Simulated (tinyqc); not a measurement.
Deep trap from a strong local potential in a two-band host (Koster-Slater model with semi-elliptic bands). From trap level E_t back to gap E_g. Computed by tinyqc, a small Python program. Command: `OMP_NUM_THREADS=1 python tinyqc.py 3026360 3026361 out.jsonl deeptrap inv`. One thread of a shared host (Intel(R) Xeon(R) Processor @ 2.30GHz), about 0.03 s of CPU time with the checks.

The valence band spans -2 W_v to 0 and the conduction band E_g to E_g + 2 W_c. The orbital at the impurity site has weight f_v in the valence band and 1 - f_v in the conduction band, each spread as a semi-ellipse (2/(pi W^2)) sqrt(W^2 - x^2) about the band centre. The impurity adds U to this orbital. Spin is left out.

Inputs (values chosen for the exercise, with a gap close to that of InP):
```
quantity                                value  unit
half-width of the valence band W_v        4.7    eV
half-width of the conduction band W_c       3    eV
valence weight f_v of the site orbital   0.51     -
impurity potential U                     24.9    eV
```

Impurity: repulsive, acceptor-like.

Method. In the gap G(E) = f_v (2/W_v^2)[x - sqrt(x^2 - W_v^2)] - (1 - f_v)(2/W_c^2)[y - sqrt(y^2 - W_c^2)], x = E + W_v, y = E_g + W_c - E. The trap level solves G(E) = 1/U (bisection). With D = -dG/dE = D_v + D_c, D_v = f_v (2/W_v^2)[x/sqrt(x^2 - W_v^2) - 1] and D_c = (1 - f_v)(2/W_c^2)[y/sqrt(y^2 - W_c^2) - 1], the weight on the impurity orbital is 1/(U^2 D) and the conduction-band character is D_c/D.

Question. A run gave the result below. Find the gap E_g, known to lie between 1.1 and 2 eV.

trap level E_t = 0.1162581 eV

Answer.

Each step takes the trial c = (a f_b - b f_a)/(f_b - f_a), f being the result less the target and a, b, c the logarithms of the listed values; c replaces end b, the old b replaces a if the sign of f changed, and otherwise f_a is halved.

Scan of the range:
```
gap E_g (eV)  trap level E_t (eV)
1.10                     0.058567
1.22                     0.080792
1.34                     0.104659
1.48                     0.134126
1.64                     0.169471
1.81                     0.208526
2.00                     0.253564
```

False position (Illinois rule, in the logarithm of the input) inside the bracket:
```
step    end a    end b    trial  trap level E_t (eV)
1     1.34000  1.48000  1.39345             0.115725
2     1.48000  1.39345  1.39589             0.116235
3     1.48000  1.39589  1.39610             0.116279
4     1.39589  1.39610  1.39600             0.116258
5     1.39610  1.39600  1.39600             0.116258
```

Trap level E_t rises at every point of a 13-point scan of the range (every second point is shown), so one value fits; it is bracketed by 1.34 and 1.48. Answer: gap E_g = 1.396 eV.
